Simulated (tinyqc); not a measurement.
# LED efficiency against current

ABC model of an LED: J = q da (A n + Ba n^2 + Ca n^3), IQE = Ba n^2/(A n + Ba n^2 + Ca n^3), differential lifetime 1/(A + 2 Ba n + 3 Ca n^2).

Inputs (values chosen for the exercise): defect coefficient of the active layer A = 1.1e6 1/s; radiative coefficient of the active layer Ba = 2.8e-11 cm^3/s; Auger coefficient of the active layer Ca = 5.8e-30 cm^6/s; thickness of the active layer da = 12 nm.

Constants: q = 1.602176634e-19 C. Results are converted to the units shown.

LED efficiency against current:
```
J (A/cm^2)  n (cm^-3)  IQE (%)  defect share (%)  Auger share (%)  differential lifetime (ns)
0.004        1.395e16    26.18             73.74          0.07564                       530.7
0.02         4.426e16    52.72             46.80           0.4833                       276.8
0.07         9.529e16    69.83             28.79            1.378                       151.6
0.3          2.130e17    81.40             15.01            3.591                       72.38
1            3.966e17    84.66             8.387            6.954                       38.40
5            8.706e17    81.60             3.682            14.72                       15.86
20           1.649e18    73.23             1.744            25.02                       7.102
90           3.166e18    59.95            0.7439            39.31                       2.835
400          5.801e18    45.28            0.3067            54.41                       1.097
```

The IQE goes from 26.2 through a maximum of 84.7 (at J = 1 A/cm^2 among the rows listed) to 45.3 %. The exact peak, Q/(Q + 2) = 84.7 % with Q = Ba/sqrt(A Ca) = 11.1, lies at n = sqrt(A/Ca) = 4.35e17 cm^-3, J = 1.21 A/cm^2, where the defect and Auger shares are equal. n goes as J^(0.72) at the low end and J^(0.41) at the high end.

Program tinyqc, `OMP_NUM_THREADS=1 python tinyqc.py 2300129 2300130 out.jsonl`; Intel Xeon 2.30GHz, shared host, one thread, about 0.01 s.
